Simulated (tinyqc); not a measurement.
# Changing the temperature T

Model: configuration-coordinate model of a defect: Huang-Rhys factor and luminescence line shape. Computed by tinyqc, a small Python program. Command: `OMP_NUM_THREADS=1 python tinyqc.py 3005881 3005882 out.jsonl ccline sweep`. One thread of a shared host (Intel(R) Xeon(R) Processor @ 2.30GHz), about 0.04 s of CPU time with the checks.

Ground state E_g(Q) = (1/2) omega_g^2 Q^2; excited state E_e(Q) = E_0 + (1/2) omega_e^2 (Q - dQ)^2 with omega_e = omega_g and E_0 = E_ZPL. Q is mass-weighted; the dipole does not depend on Q (Condon approximation).

Inputs (values chosen for the exercise, for a model defect):
```
quantity                          value              unit
zero-phonon energy E_ZPL          0.862                eV
displacement dQ                   0.434  u^(1/2) angstrom
ground-state phonon hbar omega_g   54.7               meV
refractive index n_r               3.36                 -
transition dipole mu                1.5        e angstrom
quenching prefactor nu_0          3e+12               1/s
```

Modes: equal frequencies in both states.

Constants: hbar^2/u = 4.18015928e-03 eV angstrom^2; k_B = 8.617333262e-05 eV/K; hbar = 6.582119569e-16 eV s; e = 1.602176634e-19 C; eps_0 = 8.8541878128e-12 F/m; hbar = 1.054571817e-34 J s; c = 299792458 m/s.

Method:
- S = hbar omega dQ^2/(2 hbar^2/u) for each state; relaxation energy S hbar omega; absorption at E_0 + S_e hbar omega_e, emission at E_0 - S_g hbar omega_g; the Stokes shift is their difference.
- Overlaps <m_e|n_g> of harmonic-oscillator functions (Hermite recursion, positive leading coefficients) by a sum over an even grid (700 points from x = -9 to 9 + d for the small table, 1500 points from -16 to 16 + d for the thermal sums), with x = Q sqrt(omega_g/hbar), d = sqrt(2 S_g) and frequency ratio omega_e/omega_g.
- Initial levels m = 0..24 carry Boltzmann weights exp(-m hbar omega_e/k_B T), normalised; final levels n = 0..79; a line lies at E_ZPL + m hbar omega_e - n hbar omega_g with weight w_m <m|n>^2. Moments are taken over these weights without the E^3 factor; FWHM = 2 sqrt(2 ln 2) x standard deviation; the zero-phonon weight is the sum of w_m <m|m>^2.
- The curves cross at the root Q_c nearest dQ; the barrier is (1/2) omega_e^2 (Q_c - dQ)^2, with (1/2) omega^2 = (hbar omega)^2/(2 hbar^2/u). k_r = n_r omega^3 mu^2/(3 pi eps_0 hbar c^3) at the vertical emission energy, without local-field correction; k_nr = nu_0 exp(-barrier/k_B T) (Mott-Seitz); yield = k_r/(k_r + k_nr); T_1/2 = barrier/(k_B ln(nu_0/k_r)).

One run for each value:
```
temperature T (K)  FWHM from the second moment (eV)  zero-phonon weight  luminescence yield  mean emission energy (eV)
76                                          0.14303             0.29153              1.0000                    0.79459
160                                         0.14573             0.28642              1.0000                    0.79459
220                                         0.15121             0.27660              1.0000                    0.79459
320                                         0.16423             0.25610              1.0000                    0.79459
460                                         0.18492             0.23018              1.0000                    0.79459
660                                         0.21389             0.20352              1.0000                    0.79459
950                                         0.25192             0.17830              1.0000                    0.79459
```

Give the missing row, temperature T (K) = 110.

Computed row:
```
temperature T (K)  FWHM from the second moment (eV)  zero-phonon weight  luminescence yield  mean emission energy (eV)
110                                         0.14344             0.29074              1.0000                    0.79459
```

Interpolating between the two neighbouring rows (the first column on a logarithmic scale, the others too where they are positive) misses most in FWHM from the second moment (eV), by 0.64 %. Over the rows, FWHM from the second moment (eV) rises from 0.143 to 0.252 (exponent d ln y / d ln x 0.0078 between the first rows and 0.45 between the last); zero-phonon weight falls from 0.292 to 0.178 (exponent d ln y / d ln x -0.0074 between the first rows and -0.36 between the last). At the low end the exponent of FWHM from the second moment is 0.01, close to 0: zero-point motion sets the width. At the high end the exponent of FWHM from the second moment is 0.45, close to 0.50: the classical limit. The scale is hbar omega_g/k_B = 635 K: below about a third of it only the lowest level emits.

Caution (all rows): for small S the spectrum is a set of resolved lines, and a Gaussian width has little meaning. Caution (all rows): the curves cross far outside the range of the harmonic model, so the barrier and T_1/2 have no quantitative meaning. Caution (rows 950): the band is wide against its energy, so the E^3 factor left out of the moments shifts the observed peak up.

Extremes, crossings and ranges named in words are read from the listed rows.
